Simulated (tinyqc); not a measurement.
On-chip power grid, static voltage drop by conjugate gradients: one step of the calculation.

A grid of 4 rows and 3 columns, node k = 3 row + column. Neighbours in a row are joined by Rx, in a column by Ry; pad nodes, which reach the supply through Rp: 0, 11. Each node draws I0, node 7 draws kh I0. The drops u = Vdd - V solve G u = i, with G the conductance matrix (1/Rp added on the diagonal at pad nodes).

Question. Conjugate-gradient step. q = G p; with z = r/G_kk: a = (r.z)/(p.q); u(new) = u + a p; r(new) = r - a q; b = (r.z)(new)/(r.z); p(new) = z(new) + b p.

Parameters, values chosen for the exercise:

| symbol | value | unit | meaning |
|---|---|---|---|
| Rx | 0.84 | ohm | resistance of a horizontal segment |
| Ry | 0.93 | ohm | resistance of a vertical segment |
| Rp | 0.093 | ohm | resistance from a pad node to the supply |

u after iteration 2 (mV):

|  | col 0 | col 1 | col 2 |
|---|---|---|---|
| row 0 | 0.8641023 | 3.9359179 | 4.9649267 |
| row 1 | 3.3702570 | 4.1270902 | 4.8403783 |
| row 2 | 4.8403783 | 4.1270902 | 3.3702570 |
| row 3 | 4.9649267 | 3.9359179 | 0.8641023 |

r after iteration 2 (mA):

|  | col 0 | col 1 | col 2 |
|---|---|---|---|
| row 0 | -1.5397090 | -0.8263514 | 0.0410666 |
| row 1 | 1.1869775 | 1.1425990 | -0.8960051 |
| row 2 | -0.8960051 | 1.1425990 | 1.1869775 |
| row 3 | 0.0410666 | -0.8263514 | -1.5397090 |

p after iteration 2 (mV):

|  | col 0 | col 1 | col 2 |
|---|---|---|---|
| row 0 | -0.09913730 | -0.06936561 | 0.12806531 |
| row 1 | 0.43029606 | 0.54290533 | 0.01760784 |
| row 2 | 0.01760784 | 0.54290533 | 0.43029606 |
| row 3 | 0.12806531 | -0.06936561 | -0.09913730 |

Give: q; a; u after iteration 3; r after iteration 3; b; p after iteration 3.

Answer.

q (mA):

|  | col 0 | col 1 | col 2 |
|---|---|---|---|
| row 0 | -1.671 | -0.858 | 0.354 |
| row 1 | 0.879 | 1.418 | -1.188 |
| row 2 | -1.188 | 1.418 | 0.879 |
| row 3 | 0.354 | -0.858 | -1.671 |

a = 0.9521

u after iteration 3 (mV):

|  | col 0 | col 1 | col 2 |
|---|---|---|---|
| row 0 | 0.770 | 3.870 | 5.087 |
| row 1 | 3.780 | 4.644 | 4.857 |
| row 2 | 4.857 | 4.644 | 3.780 |
| row 3 | 5.087 | 3.870 | 0.770 |

r after iteration 3 (mA):

|  | col 0 | col 1 | col 2 |
|---|---|---|---|
| row 0 | 0.0510 | -0.0095 | -0.2958 |
| row 1 | 0.3501 | -0.2072 | 0.2350 |
| row 2 | 0.2350 | -0.2072 | 0.3501 |
| row 3 | -0.2958 | -0.0095 | 0.0510 |

b = 0.07631

p after iteration 3 (mV):

|  | col 0 | col 1 | col 2 |
|---|---|---|---|
| row 0 | -0.0037 | -0.0080 | -0.1208 |
| row 1 | 0.1376 | -0.0043 | 0.0717 |
| row 2 | 0.0717 | -0.0043 | 0.1376 |
| row 3 | -0.1208 | -0.0080 | -0.0037 |

Numbers from tinyqc (`OMP_NUM_THREADS=1 python tinyqc.py 2770172 2770173 out.jsonl`; about 0.06 s on one thread of a shared Intel Xeon 2.30GHz).
